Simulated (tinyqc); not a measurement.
# Changing the reverse bias V_r

Model: trap-assisted generation and recombination current of an abrupt junction. Computed by tinyqc, a small Python program. Command: `OMP_NUM_THREADS=1 python tinyqc.py 3022101 3022102 out.jsonl junctionleak sweep`. One thread of a shared host (Intel(R) Xeon(R) Processor @ 2.30GHz), about 0.03 s of CPU time with the checks.

Depletion approximation, flat quasi-Fermi levels across the depleted layer, long neutral regions with minority lifetimes tau_n and tau_p, full ionisation and Boltzmann statistics. Voltages in exponents stand for e V.

Inputs (values chosen for the exercise, with bands and screening modelled on germanium):

| quantity | value | unit |
|---|---|---|
| gap E_g | 0.649 | eV |
| electron mass m_e | 0.224 | m_0 |
| valleys M_c | 4 | - |
| hole mass m_h | 0.34 | m_0 |
| dielectric constant eps | 15.9 | - |
| acceptor density N_A | 4.9e+17 | cm^-3 |
| donor density N_D | 1e+18 | cm^-3 |
| capture time tau_n | 2.9e-06 | s |
| capture time tau_p | 5.1e-07 | s |
| trap level E_t - E_i | 0 | eV |
| electron diffusion coefficient D_n | 17 | cm^2/s |
| hole diffusion coefficient D_p | 11 | cm^2/s |
| temperature T | 450 | K |
| tunnelling mass m_t | 0.22 | m_0 |

Field enhancement: Hurkx tunnelling factor.

Constants: k_B = 8.617333262e-05 eV/K; m_0 = 9.1093837015e-31 kg; k_B = 1.380649e-23 J/K; h = 6.62607015e-34 J s; e = 1.602176634e-19 C; eps_0 = 8.8541878128e-12 F/m; hbar = 1.054571817e-34 J s.

Method:
- N_c = 2 M_c (2 pi m_e k_B T/h^2)^(3/2) and N_v = 2 (2 pi m_h k_B T/h^2)^(3/2), masses in units of m_0.
- n_i = sqrt(N_c N_v) exp(-E_g/2 k_B T); V_bi = (k_B T/e) ln(N_A N_D/n_i^2); diffusion saturation current J_d0 = e n_i^2 [sqrt(D_n/tau_n)/N_A + sqrt(D_p/tau_p)/N_D].
- W = sqrt(2 eps eps_0 (V_bi - V)(1/N_A + 1/N_D)/e), x_p = W N_D/(N_A + N_D), x_n = W - x_p, peak field F_m = 2 (V_bi - V)/W; reverse bias means V = -V_r.
- Both capture times are divided by 1 + Gamma, Gamma = 2 sqrt(3 pi) (F/F_G) exp((F/F_G)^2), F_G = sqrt(24 m_t (k_B T)^3)/(e hbar) (the low-field Hurkx form), F being the local field, linear in x from 0 at the edges to F_m.
- Potential from the p edge: phi = (V_bi - V) x^2/(x_p W) on the p side and (V_bi - V)[1 - (W - x)^2/(x_n W)] on the n side; p = N_A exp(-phi/k_B T), n = n_i^2 exp(V/k_B T)/p; U = (n p - n_i^2)/[tau_p (n + n_i exp(dE/k_B T)) + tau_n (p + n_i exp(-dE/k_B T))], dE = E_t - E_i, n1 = n_i exp(dE/k_B T), p1 = n_i exp(-dE/k_B T); J_t = e int U dx by the trapezoid rule on 400 intervals on each side.
- Generation lifetime tau_g = tau_p exp(dE/k_B T) + tau_n exp(-dE/k_B T); textbook estimate e n_i W/tau_g; generation current J_g = -J_t; total = J_g + J_d0 (1 - exp(-V_r/k_B T)).

One run for each value:

| reverse bias V_r (V) | generation current (A/cm^2) | W (nm) | peak field F_m (V/cm) | estimate e n_i W/tau_g (A/cm^2) | total reverse current (A/cm^2) |
|---|---|---|---|---|---|
| 0.10 | 0.00041 | 52.7 | 1.973e+05 | 0.000769 | 0.0141 |
| 0.20 | 0.00066 | 57.6 | 2.155e+05 | 0.000839 | 0.0154 |
| 0.40 | 0.00111 | 66.2 | 2.478e+05 | 0.000965 | 0.0159 |
| 0.79 | 0.00198 | 80.4 | 3.010e+05 | 0.001173 | 0.0168 |
| 1.60 | 0.00386 | 103.9 | 3.889e+05 | 0.001515 | 0.0187 |
| 3.20 | 0.00819 | 139.1 | 5.206e+05 | 0.002028 | 0.0230 |
| 6.30 | 0.02046 | 189.5 | 7.092e+05 | 0.002763 | 0.0352 |
| 13.00 | 0.08654 | 267.8 | 1.002e+06 | 0.003904 | 0.1013 |

What does the table show, and why?

Over the rows, generation current (A/cm^2) rises from 4.08e-4 to 0.0865 (exponent d ln y / d ln x 0.69 between the first rows and 2.0 between the last); W (nm) rises from 52.7 to 268 (exponent d ln y / d ln x 0.13 between the first rows and 0.48 between the last); peak field F_m (V/cm) rises from 197000 to 1.00e6 (exponent d ln y / d ln x 0.13 between the first rows and 0.48 between the last). At the high end the exponent of W is 0.48, close to 0.50: W goes as sqrt(V_bi + V_r). The generation current passes e n_i W/tau_g where the field enhancement 1 + Gamma outweighs the dead zones at the edges. Left out: 25.0 (the field passes the range of the low-field Hurkx form).

Caution (all rows): at such a field avalanche multiplication or band-to-band tunnelling, left out here, may dominate the reverse current.

Extremes, crossings and ranges named in words are read from the listed rows.
